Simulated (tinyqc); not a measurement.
Depth of the donor: donor near an oxide interface in a gate field (two-state model).

Interface at z = 0 (hard wall), donor at z = d, field F pulling electrons to the interface: potential e F z; 1 kV/cm = 1e-5 eV/angstrom, c = hbar^2/2m0, q = e^2/(4 pi eps0), Q = (eps - eo)/(eps + eo). Donor state: E_D = e F d - ED - q Q/(4 eps d), the last term joining the images of ion and electron. Interface state: z exp(-b z/2) exp(-rho^2/(2 L^2)) with E_z = c b^2/(4 mz) + 3 e F/b + q Q b/(8 eps), minimised over b; in the plane at z = 3/b the ion (distance D = d - 3/b) and its image (D' = d + 3/b) give E_rho = c/(mt L^2) - (q/eps)(sqrt(pi)/L)[erfcx(D/L) + Q erfcx(D'/L)], erfcx(x) = exp(x^2) erfc(x), minimised over L. E_I = E_z + E_rho.

The two states couple by t = t0 exp(-D/aD) with t0 = q/(eps aD) (2 aD/L) sqrt(aD b/2) v, v a valley factor; this form is an estimate. With detuning u = E_D - E_I the splitting is sqrt(u^2 + 4 t^2) and the lower state has weight (1 - u/sqrt(u^2 + 4 t^2))/2 on the donor.

Constants: hbar^2/2m0 = 3.80998211 eV angstrom^2; e^2/(4 pi eps0) = 14.39964547 eV angstrom.

Parameters, chosen for this exercise (near those of a donor in Si below SiO2, static dielectric constants; not measured data):
- ED = 31.2 meV (bulk binding energy)
- mz = 0.914 m0 (mass across the interface)
- mt = 0.186 m0 (mass in the plane)
- eps = 11.2 (dielectric constant of the semiconductor)
- eo = 3.9 (dielectric constant of the oxide)
- aD = 15.8 angstrom (donor radius)
- v = 0.5 (valley factor)
- dl = (65, 90, 120, 155, 200, 250) angstrom (depths)

Critical field, and the coupling, E_rho and L at that field.

Results:

| d (angstrom) | critical field (kV/cm) | e F d/ED | t (meV) | E_rho (meV) | L (angstrom) |
|---|---|---|---|---|---|
| 65 | 84.1 | 1.753 | 2.4 | -22.26 | 55 |
| 90 | 55.7 | 1.608 | 0.50 | -16.54 | 71 |
| 120 | 39.3 | 1.512 | 0.078 | -12.69 | 87 |
| 155 | 29.1 | 1.444 | 0.0092 | -10.01 | 105 |
| 200 | 21.6 | 1.387 | 0.00059 | -7.90 | 127 |
| 250 | 16.8 | 1.344 | 2.9e-05 | -6.41 | 149 |

The critical field falls from 84 to 17 kV/cm, with exponent -1.20 in d, while t drops by a factor 8.4e+04, about e for each 16 angstrom at the end (aD = 15.8). One lattice plane (1.36 angstrom) of misplacement changes t by 8 % and the critical field by about 1.4 % at 120 angstrom.

tinyqc: `OMP_NUM_THREADS=1 python tinyqc.py 1280024 1280025 out.jsonl`; about 0.06 s, one thread, shared Intel(R) Xeon(R) Processor @ 2.30GHz.
